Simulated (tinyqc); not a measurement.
Undoped symmetric double-gate MOSFET, analytic potential model: two steps of the calculation.

An undoped body of thickness ts between two equal insulators and tied gates; long channel, electrons only, n = ni exp((psi - V)/Vt) with V the quasi-Fermi potential (0 at the source, Vd at the drain), constant mobility, no quantisation. Across the body psi(x) = V - 2 Vt ln[(ts/(2 beta)) sqrt(q ni/(2 eps0 eps_r Vt)) cos(2 beta x/ts)], x from the centre. Q is the electron charge per area of the whole body.

Values chosen for this exercise; material values those of a made-up semiconductor:
```
symbol    value        unit                                             meaning
T           250           K                                         temperature
Eg        0.497          eV                                            band gap
eps_r      12.1                      relative permittivity of the semiconductor
Nc      9.43e18       cm^-3              conduction-band density of states at T
Nv      5.52e18       cm^-3                 valence-band density of states at T
eox        7.49                     relative permittivity of the gate insulator
tox         4.5          nm                                 insulator thickness
ts           15          nm                                      body thickness
dphi          0           V  gate work function less that of the intrinsic body
mu          740  cm^2/(V s)                                    channel mobility
L             2          um                                         gate length
Vd         0.05           V                                       drain voltage
```

Constants: q = 1.602176634e-19 C, kB = 1.380649e-23 J/K, Vt = kB T/q, eps0 = 8.8541878128e-14 F/cm where lengths are in cm. Results are converted to the units shown.

Problem 1. Constants of the body. ni = sqrt(Nc Nv) exp(-Eg/(2 Vt)), Eg in volts; r = eps_r tox/(eox ts); V0 = dphi + 2 Vt ln[(2/ts) sqrt(2 eps0 eps_r Vt/(q ni))].

Find: ni; r; V0.

Solution 1.

ni = 7.0581e13 cm^-3
r = 0.48465
V0 = 0.19151 V

Problem 2. Charges and drain current. beta (between 0 and pi/2) solves (Vg - V0 - V)/(2 Vt) = ln(beta) - ln(cos beta) + 2 r beta tan(beta). Q = 8 eps0 eps_r Vt beta tan(beta)/ts; I = mu (1/L)(4 eps0 eps_r/ts)(2 Vt)^2 [g(beta_s) - g(beta_d)] per width, g = beta tan(beta) - beta^2/2 + r beta^2 tan^2(beta), with beta_s at V = 0 and beta_d at V = Vd.

beta_s = 1.4370496
beta_d = 1.4234711
r = 0.48464619

Wanted: Qs; Qd; g(beta_s); g(beta_d); I.

Solution 2.

Qs = 1315 nC/cm^2
Qd = 1181 nC/cm^2
g(beta_s) = 64.93
g(beta_d) = 53.17
I = 23.08 uA/um

The term r beta^2 tan^2(beta), which gives the square law, makes up 85.1 % of g at the source.

tinyqc, about 0.02 s, one thread, Intel Xeon 2.30GHz (shared host): `OMP_NUM_THREADS=1 python tinyqc.py 2440101 2440102 out.jsonl`
